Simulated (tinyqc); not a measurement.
From results back to parameters: deformation-potential model of the L valleys of a conduction band. Five cases, with inputs chosen for the exercise.

Problem. An ellipsoidal valley with ml > mt has the density-of-states mass m_d = (ml mt^2)^(1/3) and, averaged over equivalent valleys, the conductivity mass m_c = 3/(1/ml + 2/mt).

Find: K = ml/mt; mt; ml.

Method. With K = ml/mt, m_d/m_c = K^(1/3) (2 + 1/K)/3, which rises steadily for K > 1 and so fixes K; then mt = m_d K^(-1/3) and ml = K mt.

Case 1.

m_d = 0.2194599 m0
m_c = 0.1185204 m0

Solution.

K = ml/mt = 19.889
mt = 0.081 m0
ml = 1.611 m0

Case 2.

m_d = 0.2174245 m0
m_c = 0.1170838 m0

Solution.

K = ml/mt = 20.075
mt = 0.080 m0
ml = 1.606 m0

Case 3.

m_d = 0.2184807 m0
m_c = 0.1198323 m0

Solution.

K = ml/mt = 18.915
mt = 0.082 m0
ml = 1.551 m0

Case 4.

m_d = 0.2151604 m0
m_c = 0.1156380 m0

Solution.

K = ml/mt = 20.203
mt = 0.079 m0
ml = 1.596 m0

Case 5.

m_d = 0.2253100 m0
m_c = 0.1228178 m0

Solution.

K = ml/mt = 19.298
mt = 0.084 m0
ml = 1.621 m0

Computed by tinyqc, one run a case: `OMP_NUM_THREADS=1 python tinyqc.py N N+1 out.jsonl` with N = 1080869, 1080890, 1080973, 1080987, 1081002; one thread of a shared Intel(R) Xeon(R) Processor @ 2.30GHz, about 0.04 s a run at most.
